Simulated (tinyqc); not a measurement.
# Changing the spring ratio k'/k at the defect

Model: vibrations of a mass or spring defect in a linear chain. Computed by tinyqc, a small Python program. Command: `OMP_NUM_THREADS=1 python tinyqc.py 3025816 3025817 out.jsonl localmode sweep`. One thread of a shared host (Intel(R) Xeon(R) Processor @ 2.30GHz), about 0.03 s of CPU time with the checks.

A ring of N atoms with nearest-neighbour springs k and motion along the chain. Atom 1 is the defect, of mass M', and its two springs are k'. Odd sites are A (the defect replaces an A atom), even sites B.

Inputs (values chosen for the exercise, for a model chain):
```
quantity           value           unit
spring constant k   8.93  eV/angstrom^2
mass M_A             110              u
mass M_B             310              u
defect mass M'      15.8              u
```

Host: diatomic.

Constants: nu for 1 eV/(angstrom^2 u) = 15.6333042 THz.

Method:
- Host bands: lambda from 0 to 2k/M(heavy) and from 2k/M(light) to 2k (1/M_A + 1/M_B).
- nu = 15.6333042 THz x sqrt(lambda), lambda in eV/(angstrom^2 u).
- D_ii = (sum of the two springs at i)/M_i, D_ij = -k_ij/sqrt(M_i M_j) for neighbours, closed into a ring.
- The same matrix for 120 atoms; amplitudes are the mass-weighted eigenvector, in size, relative to the defect, for the highest mode; its weight is the squared component of the normalised eigenvector on the defect.

One run for each value; columns: (1) spring ratio k'/k at the defect; (2) ratio to the top of the host band; (3) weight of the highest mode on the defect; (4) highest frequency, long ring (THz):
```
(1)     (2)      (3)     (4)
0.3  1.2595  0.96579   9.235
0.6  1.7792  0.97245  13.046
0.9  2.1786  0.97354  15.974
1.2  2.5154  0.97401  18.443
1.5  2.8121  0.97426  20.619
1.8  3.0804  0.97442  22.586
2.1  3.3271  0.97453  24.395
2.4  3.5567  0.97462  26.079
```

What does the table show?

Over the rows, ratio to the top of the host band rises from 1.26 to 3.56 (exponent d ln y / d ln x about 0.50 throughout); weight of the highest mode on the defect rises from 0.9658 to 0.9746; highest frequency, long ring (THz) rises from 9.23 to 26.1 (exponent d ln y / d ln x about 0.50 throughout).

Extremes, crossings and ranges named in words are read from the listed rows.
